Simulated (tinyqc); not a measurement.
## Trench capacitor in an array: capacitance, non-linearity, leakage and relaxation: cell against the diameter of the hole

A film between two metal electrodes, each interface adding a series capacitance ci. The small-signal permittivity is ek (1 + aq E^2); the field is found with the linear permittivity. Leakage J = J0 sinh(E/Ef). After a voltage step the film passes a relaxation current kr C V tt^(-nr), tt being the time in seconds. The sidewall is a coaxial capacitor with radii a = dm/2 - t and b = dm/2, depth AR dm; the end face is left out.

Per length 1/c = ln(b/a)/(2 pi eps0 ek) + (1/a + 1/b)/(2 pi ci); cell capacitance c AR dm; per footprint over pt^2; fields c V/(2 pi eps0 ek r) at r = a and b; resistance of the inner electrode rho AR dm/(pi a^2); time constant R C/3 of the distributed line. The pitch is scaled as pt dm/(24 nm).

Inputs (values chosen for the exercise); permittivity of the order of that of titanium dioxide:
```
symbol  value     unit                                                             meaning
ek       86.2                                            relative permittivity of the film
t         4.5       nm                                                      film thickness
ci       1000  uF/cm^2  capacitance of each electrode interface (dead layer and screening)
V         0.9        V                                                                bias
AR         50                                            aspect ratio, depth over diameter
pt         48       nm                                           pitch of the square array
rho       140  uohm cm                                  resistivity of the inner electrode
```

Constants: eps0 = 8.8541878128e-14 F/cm where lengths are in cm. Results are converted to the units shown.

Result of one run:

| cell capacitance (fF) | per footprint (uF/cm^2) | field at a (MV/cm) | field at b (MV/cm) | R (kohm) | R C/3 (ps) |
|---|---|---|---|---|---|
| 107.7 | 599.8 | 2.081 | 1.801 | 1.775 | 63.73 |

Which diameter of the hole dm gave this result: 16, 50, 67 or 90 nm?

dm = 67 nm.

The whole series:

| dm (nm) | cell capacitance (fF) | per footprint (uF/cm^2) | field at a (MV/cm) | field at b (MV/cm) | R (kohm) | R C/3 (ps) |
|---|---|---|---|---|---|---|
| 12 | 1.984 | 344.5 | 4.138 | 1.035 | 118.8 | 78.61 |
| 16 | 4.471 | 436.6 | 2.997 | 1.311 | 29.10 | 43.37 |
| 21 | 8.687 | 492.5 | 2.588 | 1.479 | 13.00 | 37.64 |
| 28 | 16.73 | 533.5 | 2.361 | 1.602 | 6.913 | 38.56 |
| 38 | 32.59 | 564.2 | 2.220 | 1.694 | 4.027 | 43.75 |
| 50 | 58.42 | 584.2 | 2.139 | 1.754 | 2.651 | 51.62 |
| 67 | 107.7 | 599.8 | 2.081 | 1.801 | 1.775 | 63.73 |
| 90 | 198.1 | 611.4 | 2.040 | 1.836 | 1.223 | 80.73 |

As dm goes from 12 to 90, the cell capacitance rises from 1.98 to 198 fF, the capacitance per footprint rises from 345 to 611 uF/cm^2, the ratio of the two fields falls from 4.00 to 1.11 and R C/3 goes from 78.6 through a minimum of 37.6 (at dm = 21 among the rows listed) to 80.7 ps; the time constant goes as dm^(-2.07) between the first two rows and dm^(0.80) between the last two.

Program tinyqc, `OMP_NUM_THREADS=1 python tinyqc.py 2102088 2102089 out.jsonl`; Intel Xeon 2.30GHz, shared host, one thread, about 0.01 s.
